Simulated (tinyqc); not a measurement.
The decay curve: photoconductance decay in a wafer: bulk and surface recombination modes, and iron detection by pair splitting. Computed by tinyqc, a small Python program. Command: `OMP_NUM_THREADS=1 python tinyqc.py 3113039 3113040 out.jsonl pcd walk`. One thread of a shared host (Intel(R) Xeon(R) Processor @ 2.30GHz), about 0.01 s of CPU time with the checks.

Both faces of the wafer have the same S; injection is low and all coefficients are constant. x runs from -W/2 to W/2.

Inputs (values chosen for the exercise, modelled on p-type silicon):
```
quantity                          value         unit
thickness W                         300   micrometre
diffusivity D                      26.9       cm^2/s
bulk lifetime tau_b without iron    660  microsecond
surface recombination velocity S     13         cm/s
absorption coefficient alpha       4900         1/cm
```

Method:
- Even modes cos(a x) obey b tan b = S W/(2 D) with b = a W/2, odd modes sin(a x) obey -b cot b = S W/(2 D); each decays at the rate 1/tau_b + D a^2.
- tau_eff is the decay time of the first mode. The surface time is 1/(D a^2) of that mode; shortcuts for it are W/(2 S), W^2/(pi^2 D) and their sum, whose error is sum/surface time - 1.
- Light from one face makes n(x, 0) proportional to exp(-alpha (x + W/2)). Only even modes carry the thickness average: weight c_n = [sin b/b] int n cos(a x) dx / (int cos^2(a x) dx x mean n), with int exp(-alpha (x + W/2)) cos(a x) dx = [alpha cos b (1 - E) + a sin b (1 + E)]/(alpha^2 + a^2), E = exp(-alpha W), and int cos^2 = W/2 + sin(2 b)/(2 a).
- Mean density = sum_n c_n exp(-t/tau_n) over 60 modes; the local decay time is -1/(d ln n/dt).

W^2/(pi^2 D) = 3.38993 microsecond

tau_eff = 420.216 microsecond

Decay:
```
t / (W^2/(pi^2 D))  t (microsecond)  mean density/start  local decay time (microsecond)
0.02                         0.0678             0.99925                          145.27
0.05                         0.1695             0.99867                          202.75
0.10                         0.3390             0.99794                          254.05
0.20                         0.6780             0.99675                          309.75
0.50                         1.6950             0.99387                          382.51
1.00                         3.3899             0.98969                          414.70
2.00                         6.7799             0.98172                          420.11
```

The local decay time goes from 145 to 420 microsecond against tau_eff = 420. Early on higher modes speed the decay, so a fit must start late.
